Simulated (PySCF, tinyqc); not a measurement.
Inside a calculation. Method: RHF in the sto-3g basis, for Be, spin multiplicity 1. This run ends on a higher stationary point, not on the lowest solution. The lowest restricted solution is unstable here: a spin-polarised one lies 0.0012 hartree lower (PySCF). One step of it, computed by the program tinyqc.

Question. Iteration 3: building the Fock matrix. J_ij = sum D_kl (ij|kl), K_ij = sum D_kl (ik|jl); F = H + J - 0.5 K; E = tr D H + tr D J / 2 - 0.25 tr D K + E_nn.

D after iteration 2:
```
,1Be 1s,1Be 2s,1Be 2px,1Be 2py,1Be 2pz
1Be 1s,1.964741,0.063924,0.000000,0.000000,0.000000
1Be 2s,0.063924,0.002080,0.000000,0.000000,0.000000
1Be 2px,0.000000,0.000000,2.000000,0.000000,0.000000
1Be 2py,0.000000,0.000000,0.000000,0.000000,0.000000
1Be 2pz,0.000000,0.000000,0.000000,0.000000,0.000000
```

core Hamiltonian H = T + V (hartree):
```
,1Be 1s,1Be 2s,1Be 2px,1Be 2py,1Be 2pz
1Be 1s,-7.867117,-1.932258,0.000000,0.000000,0.000000
1Be 2s,-1.932258,-2.102157,0.000000,0.000000,0.000000
1Be 2px,0.000000,0.000000,-1.634157,0.000000,0.000000
1Be 2py,0.000000,0.000000,0.000000,-1.634157,0.000000
1Be 2pz,0.000000,0.000000,0.000000,0.000000,-1.634157
```

Two-electron integrals (ij|kl) in chemists' order, unique and non-zero (hartree):
```
i,j,k,l,(ij|kl)
1,1,1,1,2.298831
2,1,1,1,0.392036
2,1,2,1,0.079539
2,2,1,1,0.570988
2,2,2,1,0.143041
2,2,2,2,0.417683
3,1,3,1,0.014607
3,2,3,1,0.021888
3,2,3,2,0.092265
3,3,1,1,0.569578
3,3,2,1,0.143083
3,3,2,2,0.417589
3,3,3,3,0.449859
4,1,4,1,0.014607
4,2,4,1,0.021888
4,2,4,2,0.092265
4,3,4,3,0.024249
4,4,1,1,0.569578
4,4,2,1,0.143083
4,4,2,2,0.417589
4,4,3,3,0.401360
4,4,4,4,0.449859
5,1,5,1,0.014607
5,2,5,1,0.021888
5,2,5,2,0.092265
5,3,5,3,0.024249
5,4,5,4,0.024249
5,5,1,1,0.569578
5,5,2,1,0.143083
5,5,2,2,0.417589
5,5,3,3,0.401360
5,5,4,4,0.401360
5,5,5,5,0.449859
```

nuclear repulsion = 0 hartree

Give: Coulomb J; exchange K; Fock matrix F; total energy of this density.

Answer.

Coulomb J (hartree):
```
,1Be 1s,1Be 2s,1Be 2px,1Be 2py,1Be 2pz
1Be 1s,5.707,1.067,0.000,0.000,0.000
1Be 2s,1.067,1.976,0.000,0.000,0.000
1Be 2px,0.000,0.000,2.038,0.000,0.000
1Be 2py,0.000,0.000,0.000,1.941,0.000
1Be 2pz,0.000,0.000,0.000,0.000,1.941
```

exchange K (hartree):
```
,1Be 1s,1Be 2s,1Be 2px,1Be 2py,1Be 2pz
1Be 1s,4.596,0.856,0.000,0.000,0.000
1Be 2s,0.856,0.360,0.000,0.000,0.000
1Be 2px,0.000,0.000,0.931,0.000,0.000
1Be 2py,0.000,0.000,0.000,0.080,0.000
1Be 2pz,0.000,0.000,0.000,0.000,0.080
```

Fock matrix F (hartree):
```
,1Be 1s,1Be 2s,1Be 2px,1Be 2py,1Be 2pz
1Be 1s,-4.458,-1.293,0.000,0.000,0.000
1Be 2s,-1.293,-0.306,0.000,0.000,0.000
1Be 2px,0.000,0.000,-0.062,0.000,0.000
1Be 2py,0.000,0.000,0.000,0.267,0.000
1Be 2pz,0.000,0.000,0.000,0.000,0.267
```

total energy of this density = -14.01269 hartree
